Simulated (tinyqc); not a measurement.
Worked calculation: Luttinger-Kohn k.p, four valence bands. One step of it, computed by the program tinyqc.

Task: Levels at k. Diagonalise the Hermitian matrix.

H(k) at k (eV), order 3/2, 1/2, -1/2, -3/2:
$$\begin{pmatrix}
0.140965 & -0.025854+0.017236i & -0.026692+0.075211i & 0.000000 \\
-0.025854-0.017236i & 0.066657 & 0.000000 & -0.026692+0.075211i \\
-0.026692-0.075211i & 0.000000 & 0.066657 & 0.025854-0.017236i \\
0.000000 & -0.026692-0.075211i & 0.025854+0.017236i & 0.140965
\end{pmatrix}$$

Give: eigenvalues.

Result:

eigenvalues (eV): [0.0105, 0.0105, 0.1972, 0.1972]
